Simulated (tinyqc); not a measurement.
Polycrystalline film, grain-boundary barriers (Seto model): effect of the temperature.

One-dimensional grains of size Lg with donors N; each boundary has Qt acceptor-like traps per area at one level Et below the band edge. Trapped electrons qt deplete a width w = qt/N (both sides together) and raise a barrier Vb = q N w^2/(8 eps0 eps_r). Current crosses the barriers by thermionic emission at small bias. Abrupt depletion, full ionisation, Boltzmann statistics.

Nc is given at 400 K and scales as (T/400 K)^1.5; mg and vc are fixed. Partly depleted grains: the density at the grain centre is n0 = N and qt = Qt/(1 + 2 (Nc/N) exp((Vb - Et)/Vt)). If that gives qt >= N Lg, the grains are fully depleted: qt = N Lg, w = Lg and n0 = 2 Nc exp((Vb - Et)/Vt)/(Qt/(N Lg) - 1). Resistivity: barriers rb = Vt exp(Vb/Vt)/(q n0 vc Lg), grain interior rg = (1 - w/Lg)/(q mg N); effective mobility 1/(q N (rb + rg)).

Inputs (values chosen for the exercise); values close to those of polycrystalline silicon: relative permittivity of the semiconductor eps_r = 11.7; grain size Lg = 30 nm; trap density at a boundary Qt = 3.2e12 cm^-2; donor density N = 6.9e17 cm^-3; mobility inside a grain mg = 350 cm^2/(V s); collection velocity at the barrier vc = 9.3e6 cm/s; conduction-band density of states at the reference temperature Nc = 4.31e19 cm^-3; trap level below the band edge Et = 0.6 eV.

Constants: q = 1.602176634e-19 C, kB = 1.380649e-23 J/K, Vt = kB T/q, eps0 = 8.8541878128e-14 F/cm where lengths are in cm. Results are converted to the units shown.

The same in every row: w/Lg = 1.000; Vb (V) = 0.1201.

Results:
```
T (K)  n0 (cm^-3)  resistivity (ohm cm)
250      1.648e10               7.696e7
280      2.125e11               3.679e6
310      1.697e12               3.151e5
370      4.076e13                  7555
400      1.417e14                  1772
430      4.172e14                 507.3
```

Estimate the missing row, T = 340 K.

Computed row:
```
T (K)  n0 (cm^-3)  resistivity (ohm cm)
340      9.514e12               4.147e4
```

With this row back in the table: As T goes from 250 to 430 K, the barrier stays at 0.120 V and the resistivity falls from 7.70e7 to 507 ohm cm. The grains are fully depleted in 7 of the 7 rows. The activation energy between the first two rows is 0.611 eV.

tinyqc, about 0.01 s, one thread, Intel Xeon 2.30GHz (shared host): `OMP_NUM_THREADS=1 python tinyqc.py 2610046 2610047 out.jsonl`
